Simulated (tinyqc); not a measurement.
# MOS capacitor on a p-type substrate, surface potential from the exact charge relation: two studies

Uniform p-type substrate, Boltzmann statistics, full ionisation, classical densities. psi is the surface potential against the body (positive when the bands bend down) and u = psi/Vt. Traps are spread evenly over the gap and neutral at flat band, so their charge is -q Dit psi; the minority quasi-Fermi level is shifted by Vb.

Values chosen for this exercise; band and dielectric values those of a made-up semiconductor: temperature T = 325 K; band gap Eg = 1.11 eV; relative permittivity eps_r = 10.9; conduction-band density of states at T Nc = 4.08e19 cm^-3; valence-band density of states at T Nv = 2.42e19 cm^-3; electron affinity chi = 4.35 eV; acceptor density of the substrate N = 4.3e15 cm^-3; relative permittivity of the gate insulator (close to silicon dioxide) eox = 3.9; insulator thickness tox = 23 nm; gate work function phiM = 4.6 eV; fixed charge at the interface, in units of q Nf = 0 cm^-2; density of interface traps Dit = 1.2e11 cm^-2 eV^-1; reverse bias of the inversion layer against the body Vb = 0 V.

Constants: q = 1.602176634e-19 C, kB = 1.380649e-23 J/K, Vt = kB T/q, eps0 = 8.8541878128e-14 F/cm where lengths are in cm. Results are converted to the units shown.

Each table varies one quantity; the others keep the values above.

## Capacitance-voltage curves

ni = sqrt(Nc Nv) exp(-Eg/(2 Vt)), Eg in volts; phiF = Vt ln(N/ni); Cox = eps0 eox/tox; Vfb = phiM - chi - (Eg - Vt ln(Nv/N)) - q Nf/Cox; Q0 = sqrt(2 eps0 eps_r q N Vt); r = (ni/N)^2 exp(-Vb/Vt); VT = Vfb + [(2 phiF + Vb)(1 + q Dit/Cox) + sqrt(2 eps0 eps_r q N (2 phiF + Vb))/Cox]. u = psi/Vt; F^2 = exp(-u) + u - 1 + r (exp(u) - u - 1); Qs = -sign(u) Q0 F; Cs = -dQs/dpsi = (Q0/Vt) |1 - exp(-u) + r (exp(u) - 1)|/(2 F). psi solves Vg = Vfb + psi + (q Dit psi - Qs)/Cox. Low frequency: 1/C_LF = 1/Cox + 1/(Cs + q Dit). High frequency, in the simple estimate in which traps and minority carriers do not follow: 1/C_HF = 1/Cox + 1/Cd, Cd being Cs with r = 0 at the same psi. Deep depletion: r = 0 and Dit = 0 both in the equation for psi and in Cs. Minority sheet density N_inv = (Q0/(2 q)) int_0^u r (exp(t) - 1)/F(t) dt for u > 0. N_inv under 1 cm^-2 is printed as 0. Regimes: accumulation when majority carriers gather, then depletion up to |psi| = phiF + Vb, weak inversion up to 2 phiF + Vb, strong inversion beyond.

Result of one run:
```
Vg (V)	psi (V)	C_LF/Cox	C_HF/Cox	C_deep/Cox	N_inv (cm^-2)	regime
0.39	0.68055	0.62761	0.13069	0.12176	4.2373e10	strong inversion
```

What becomes of these results when the gate voltage against the body Vg is changed from 0.39 to -0.97 V, all else the same?

Result of the changed run:
```
Vg (V)	psi (V)	C_LF/Cox	C_HF/Cox	C_deep/Cox	N_inv (cm^-2)	regime
-0.97	-0.10225	0.82776	0.82387	0.82937	0	accumulation
```

The whole series:
```
Vg (V)	psi (V)	C_LF/Cox	C_HF/Cox	C_deep/Cox	N_inv (cm^-2)	regime
-1.24	-0.13790	0.89759	0.89623	0.89912	0	accumulation
-0.97	-0.10225	0.82776	0.82387	0.82937	0	accumulation
-0.7	-0.033945	0.63323	0.61515	0.62071	0	accumulation
-0.43	0.10630	0.35510	0.29705	0.28673	189.50	depletion
-0.15	0.30225	0.26468	0.18825	0.18006	1.0285e5	depletion
0.12	0.50548	0.23527	0.14948	0.14264	1.0735e8	weak inversion
0.39	0.68055	0.62761	0.13069	0.12176	4.2373e10	strong inversion
0.66	0.73898	0.86571	0.12590	0.10798	2.2840e11	strong inversion
0.93	0.76697	0.91820	0.12379	0.098025	4.5040e11	strong inversion
```

C_LF/Cox is lowest, 0.235, at Vg = 0.12 V (weak inversion) among the rows listed and is 0.918 in the last row, where C_HF/Cox is 0.124 and the deep-depletion value 0.0980. Vfb = -0.618 V, where C_HF/Cox = 0.506 (Cox in series with eps0 eps_r/LD), and VT = 0.262 V. Over the last two rows psi moves by only 0.10 V a volt of gate bias, since the inversion charge screens the body. The traps add q Dit = 0.13 Cox beside Cs, which lifts C_LF above C_HF even in depletion. In strong accumulation and inversion degeneracy and confinement, left out here, lower the capacitance.

## Effect of the acceptor density of the substrate on threshold and swing

ni = sqrt(Nc Nv) exp(-Eg/(2 Vt)), Eg in volts; phiF = Vt ln(N/ni); Cox = eps0 eox/tox; Vfb = phiM - chi - (Eg - Vt ln(Nv/N)) - q Nf/Cox; VT = Vfb + [(2 phiF + Vb)(1 + q Dit/Cox) + sqrt(2 eps0 eps_r q N (2 phiF + Vb))/Cox]. gamma = sqrt(2 eps0 eps_r q N)/Cox; Wm = sqrt(2 eps0 eps_r (2 phiF + Vb)/(q N)); m = 1 + (eps0 eps_r/Wm + q Dit)/Cox; swing m Vt ln 10; Cmin/Cox = 1/(1 + Cox Wm/(eps0 eps_r)).

Result of one run:
```
N (cm^-3)	Vfb (V)	2 phiF (V)	gamma (V^0.5)	VT (V)	Wm (nm)	m	swing (mV/decade)	Cmin/Cox
1.4e18	-0.7802	0.9357	4.383	4.515	28.38	3.393	218.8	0.6938
```

What becomes of these results when the acceptor density of the substrate N is changed from 1.4e18 to 3.8e16 cm^-3, all else the same?

Result of the changed run:
```
N (cm^-3)	Vfb (V)	2 phiF (V)	gamma (V^0.5)	VT (V)	Wm (nm)	m	swing (mV/decade)	Cmin/Cox
3.8e16	-0.6792	0.7337	0.7220	0.7670	152.5	1.550	99.92	0.2965
```

The whole series:
```
N (cm^-3)	Vfb (V)	2 phiF (V)	gamma (V^0.5)	VT (V)	Wm (nm)	m	swing (mV/decade)	Cmin/Cox
1e15	-0.5773	0.5300	0.1171	0.1058	799.1	1.209	77.93	0.07446
3.4e15	-0.6116	0.5985	0.2160	0.2307	460.5	1.268	81.75	0.1225
1.1e16	-0.6445	0.6643	0.3885	0.4215	269.7	1.366	88.11	0.1925
3.8e16	-0.6792	0.7337	0.7220	0.7670	152.5	1.550	99.92	0.2965
1.3e17	-0.7136	0.8026	1.336	1.388	86.24	1.873	120.8	0.4270
4.3e17	-0.7471	0.8696	2.429	2.499	49.36	2.430	156.7	0.5657
1.4e18	-0.7802	0.9357	4.383	4.515	28.38	3.393	218.8	0.6938
4.8e18	-0.8147	1.005	8.115	8.453	15.88	5.176	333.8	0.8019
```

As N goes from 1e15 to 4.8e18, VT rises from 0.106 to 8.45 V, the swing rises from 77.9 to 334 mV/decade and Cmin/Cox rises from 0.0745 to 0.802. Of the change of VT by 8.35 V, -0.237 V comes from Vfb and 8.58 V from the band bending and the charge it takes. gamma goes as N^(0.50) and Wm as N^(-0.46); phiF, which grows slowly with N, keeps the latter from -1/2.

tinyqc, about 0.01 s, one thread, Intel Xeon 2.30GHz (shared host): `OMP_NUM_THREADS=1 python tinyqc.py 2060174 2060175 out.jsonl`
